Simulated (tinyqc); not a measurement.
Haynes-Shockley experiment: drift, diffusion and decay of a minority-carrier pulse: one step, computed by the program tinyqc. Command: `OMP_NUM_THREADS=1 python tinyqc.py 3110342 3110343 out.jsonl haynes walk`. One thread of a shared host (Intel(R) Xeon(R) Processor @ 2.30GHz), about 0.01 s of CPU time with the checks.

A thin sheet of excess carriers is made at x = 0, t = 0 in a long uniform bar; injection is low, so the pulse moves with the minority mobility.

Task: Two distances. dn(x, t) = N0/sqrt(4 pi D t) exp(-(x - v t)^2/(4 D t) - t/tau). At fixed x the signal peaks where d ln(dn)/dt = 0: a t^2 + t/2 - x^2/(4 D) = 0 with a = v^2/(4 D) + 1/tau. Differences remove part of the bias: mu = (d2 - d)/(F (t_p2 - t_p)). The time-integrated signal is A(x) = (N0/u) exp(x (v - u)/(2 D)), u = sqrt(v^2 + 4 D/tau); the simple lifetime is tau = (t_p2 - t_p)/ln(A(d)/A(d2)).

Inputs (values chosen for the exercise, modelled on holes in n-type silicon in a lightly doped bar):

| quantity | value | unit |
|---|---|---|
| lifetime tau | 58 | microsecond |
| temperature T | 300 | K |
| field F | 34 | V/cm |
| distance d to the collector | 0.42 | cm |
| second distance d2 | 0.72 | cm |

drift velocity v = 14416 cm/s

D = 10.96125 cm^2/s

time of the peak t_p = 29.02895 microsecond

Give: t_p2; mobility from two distances; area ratio A(d)/A(d2); lifetime from areas.

Result:

t_p2 = 49.80 microsecond

mobility from two distances = 424.8 cm^2/(V s)

area ratio A(d)/A(d2) = 1.431

lifetime from areas = 57.95 microsecond
